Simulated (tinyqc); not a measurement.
Worked calculation: q-state Potts model on a small periodic square lattice: enumeration, Metropolis, heat-bath and Wolff steps. Computed by tinyqc, a small Python program that keeps every step. Command: `OMP_NUM_THREADS=1 python tinyqc.py 3111726 3111727 out.jsonl potts walk`. One thread of a shared host (Intel(R) Xeon(R) Processor @ 2.30GHz), about 0.02 s of CPU time with the checks. Intermediate numbers are printed to about 6 digits and carried at full precision; extremes and crossings named in words are read from the listed rows.

E = -J x (number of nearest-neighbour bonds with equal states); n x n sites with periodic edges have 2 n^2 bonds. Order parameter m = (q f - 1)/(q - 1), f being the largest share of one state. Sites are numbered row by row from 0. Here q = 4 and n = 3.

Inputs (values chosen for the exercise, for a model of domains or grain orientations):

| quantity | value | unit |
|---|---|---|
| number of states q | 4 | - |
| edge n | 3 | - |
| coupling J | 24 | meV |
| temperature T | 417 | K |
| seed | 869304 | - |

Update: Wolff cluster.

Constants: k_B = 8.617333262e-05 eV/K.

## Scales

K = J/(k_B T); the infinite square lattice orders at K_c = ln(1 + sqrt(q)); Wolff bond probability p = 1 - exp(-K).

K = 0.667886

K_c = 1.09861

T_c of the infinite lattice = 253.509 K

p = 0.487208

## Density of states

All q^(n^2) states are counted by their number b of equal bonds; weights g(b) exp(K b), K = J/(k_B T). Per site: u = -J <b>/n^2, c/k_B = K^2 (<b^2> - <b>^2)/n^2.

States by number of equal bonds:

| b | g(b) | probability |
|---|---|---|
| 0 | 1056 | 6.95889e-05 |
| 1 | 6048 | 7.77226e-04 |
| 2 | 26568 | 6.65815e-03 |
| 3 | 45360 | 2.21680e-02 |
| 4 | 63936 | 6.09338e-02 |
| 5 | 48384 | 8.99236e-02 |
| 6 | 34884 | 1.26432e-01 |
| 7 | 19872 | 1.40453e-01 |
| 8 | 10368 | 1.42904e-01 |
| 9 | 2784 | 7.48304e-02 |
| 10 | 2052 | 1.07559e-01 |
| 11 | 432 | 4.41582e-02 |
| 12 | 288 | 5.74089e-02 |
| 14 | 108 | 8.18707e-02 |
| 18 | 4 | 4.38532e-02 |

The most probable level has b = 8 of 18 bonds.

## Exact averages

ln Z = ln sum g(b) exp(K b); entropy per site s/k_B = (ln Z - K <b>)/n^2.

<b> = 8.51820

energy u = -22.7152 meV/site

heat capacity c = 0.602297 k_B/site

entropy s = 1.20511 k_B/site

## Order parameter

The same sums with m: <m> and the Binder ratio U = 1 - <m^4>/(3 <m^2>^2).

<m> = 0.466009

Binder ratio U = 0.373176

## One Wolff cluster

start states:
```
   1  2  3
1  3  3  1
2  0  3  3
3  2  2  0
```

random numbers, used in turn: 0.2192  0.9793  0.9159  0.8085  0.8794  0.5607  0.9559  0.0372  0.0601  0.4778  0.0004  0.4679  0.7680  0.9450  0.1074  0.9186  0.3922  0.9405  0.6308  0.8999  0.3556  0.8700  0.3962  0.4537  0.2766  0.0090  0.0685  0.1105  0.6381  0.5972  0.8463  0.6201  0.6558  0.0274  0.5148  0.2918  0.6237  0.6015

Seed site = floor(r n^2); new state = (old + 1 + floor(r (q - 1))) mod q. Sites are taken first in, first out; each neighbour (right, left, below, above) with the seed state and not yet in the cluster joins if the next r < p. The cluster then takes the new state.

Bonds tested:

| from | to | r | result |
|---|---|---|---|
| 1 | 0 | 0.9159 | no |
| 1 | 4 | 0.8085 | no |

seed site = 1

cluster size = 1

states afterwards:
```
   1  2  3
1  3  2  1
2  0  3  3
3  2  2  0
```

## A longer run and its error bar

After 400 updates are discarded, b is recorded for 4000 cluster flips of the update named (random numbers not printed, so these rows are one sample). Records are averaged in blocks; the error is the scatter of block means over sqrt(number of blocks), and the last column its square over that for single records.

Blocking:

| block length | mean b | error | variance ratio |
|---|---|---|---|
| 1 | 8.5685 | 0.054784 | 1.00000 |
| 4 | 8.5685 | 0.091670 | 2.79987 |
| 16 | 8.5685 | 0.127073 | 5.38014 |
| 40 | 8.5685 | 0.130250 | 5.65249 |
| 100 | 8.5685 | 0.132146 | 5.81830 |

The run gives 8.569 +/- 0.130 (blocks of 40) against the exact 8.518, a difference of 0.4 error bars. Single records understate the error by a factor of about 2.4, because successive records are correlated.

## Across the transition

m and U = 1 - <m^4>/(3 <m^2>^2) from the same sums; K = K_c T_c/T.

Exact values for this lattice:

| T/T_c | share of equal bonds | c (k_B/site) | <m> | U |
|---|---|---|---|---|
| 0.50 | 0.999029 | 0.03874 | 0.999335 | 0.666546 |
| 0.70 | 0.985528 | 0.32687 | 0.989219 | 0.664286 |
| 0.85 | 0.945565 | 0.90265 | 0.955516 | 0.654798 |
| 0.95 | 0.892970 | 1.40626 | 0.907194 | 0.638595 |
| 1.00 | 0.858440 | 1.61963 | 0.874039 | 0.626098 |
| 1.10 | 0.778705 | 1.82864 | 0.794557 | 0.591632 |
| 1.25 | 0.659159 | 1.59038 | 0.669786 | 0.523088 |
| 1.50 | 0.521133 | 0.86995 | 0.519340 | 0.414918 |
| 2.00 | 0.405892 | 0.28627 | 0.391209 | 0.323174 |
| 3.00 | 0.336431 | 0.08243 | 0.317588 | 0.301231 |

c is largest, 1.83 k_B, at T/T_c = 1.1: on so small a lattice the transition is a broad bump. At T_c the infinite lattice has a share (1 + 1/sqrt(q))/2 = 0.750 of equal bonds, against 0.858 here. <m> stays at 0.32 at 3 T_c, since the largest share among 9 sites always exceeds 1/q on average.

Checks made by the program: number of states (relative difference below 1e-10).
